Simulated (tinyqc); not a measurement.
Inside a calculation. Method: MP2 on RHF in the sto-3g basis, for H3+, spin multiplicity 1. One step of it, computed by the program tinyqc.

Question. Iteration 1: diagonalisation and new density. Diagonalise F' = X^T F X, C = X C', fill 1 alpha and 1 beta electrons from the bottom; D = 2 C_occ C_occ^T. Each column has its largest component positive (the first on a tie).

Fock matrix F (hartree):
```
           1H 1s      2H 1s      3H 1s
1H 1s  -0.846902  -0.846602  -0.799105
2H 1s  -0.846602  -0.846902  -0.799105
3H 1s  -0.799105  -0.799105  -0.810013
```

X:
```
           1H 1s      2H 1s      3H 1s
1H 1s   1.229331  -0.297380  -0.246025
2H 1s  -0.297380   1.229331  -0.246025
3H 1s  -0.246025  -0.246025   1.197313
```

Give: F' = X^T F X; orbital energies; coefficients C; D after iteration 1.

Answer.

F' = X^T F X (hartree):
```
         1        2        3
1  -0.4184  -0.4177  -0.3615
2  -0.4177  -0.4184  -0.3615
3  -0.3615  -0.3615  -0.4246
```

orbital energies (hartree): MO1 -1.1814, MO2 -0.0793, MO3 -0.0007

coefficients C:
```
          MO1      MO2      MO3
1H 1s  0.4083  -0.5728   1.0795
2H 1s  0.4083  -0.5728  -1.0795
3H 1s  0.3819   1.1869   0.0000
```

D after iteration 1:
```
        1H 1s   2H 1s   3H 1s
1H 1s  0.3335  0.3335  0.3119
2H 1s  0.3335  0.3335  0.3119
3H 1s  0.3119  0.3119  0.2918
```
